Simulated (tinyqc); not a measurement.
Changing the lattice temperature T: decay of LO phonons and the hot-phonon bottleneck in the cooling of electrons. Computed by tinyqc, a small Python program. Command: `OMP_NUM_THREADS=1 python tinyqc.py 3030811 3030812 out.jsonl hotphonon sweep`. One thread of a shared host (Intel(R) Xeon(R) Processor @ 2.30GHz), about 0.01 s of CPU time with the checks.

n(E, T) = 1/(exp(E/(k_B T)) - 1) is the Bose occupation. Electrons have a temperature T_e; the LO modes within their reach share one occupation N; the decay products stay at the lattice temperature.

Inputs (values chosen for the exercise, modelled on gallium oxide): LO energy hbar omega = 42.8 meV; lifetime at T = 0, tau_0 = 1.5 ps; weight b of the three-phonon channel = 0.053.

Decay channel: two equal phonons plus a three-phonon channel.

Constants: k_B = 8.617333262e-05 eV/K; c = 299792458 m/s.

Method. Decay rate 1/tau = (1/tau_0) [1 + 2 n_2 + b (1 + 3 n_3 + 3 n_3^2)]/(1 + b), n_2 = n(hbar omega/2), n_3 = n(hbar omega/3). Full width Gamma = 1/(2 pi c tau) in 1/cm, c in cm/s.

One run for each value; columns: (1) lattice temperature T (K); (2) Raman width Gamma (1/cm); (3) phonon lifetime tau (ps); (4) equilibrium LO occupation N_0; (5) thermal factor tau_0/tau:
```
(1)    (2)    (3)        (4)    (5)
20    3.54  1.500  1.640e-11   1.00
31    3.54  1.498  1.101e-07   1.00
47    3.59  1.479  2.574e-05   1.01
71    3.81  1.392  9.169e-04   1.08
110   4.52  1.174  1.106e-02   1.28
170   6.09  0.872  5.691e-02   1.72
250   8.67  0.612  1.589e-01   2.45
390  14.01  0.379  3.886e-01   3.96
590  23.13  0.230  7.572e-01   6.53
900  40.44  0.131  1.358e+00  11.43
```

Over the rows, Raman width Gamma (1/cm) rises from 3.54 to 40.4 (exponent d ln y / d ln x 0.0030 between the first rows and 1.3 between the last); phonon lifetime tau (ps) falls from 1.50 to 0.131 (exponent d ln y / d ln x -0.0030 between the first rows and -1.3 between the last); equilibrium LO occupation N_0 rises from 1.64e-11 to 1.36 (exponent d ln y / d ln x 20 between the first rows and 1.4 between the last). At the low end the exponent of Raman width Gamma is 0.00, close to 0: spontaneous decay alone. The width is flat while k_B T is small against the energy of the softer product, and then grows with the occupation of the products.
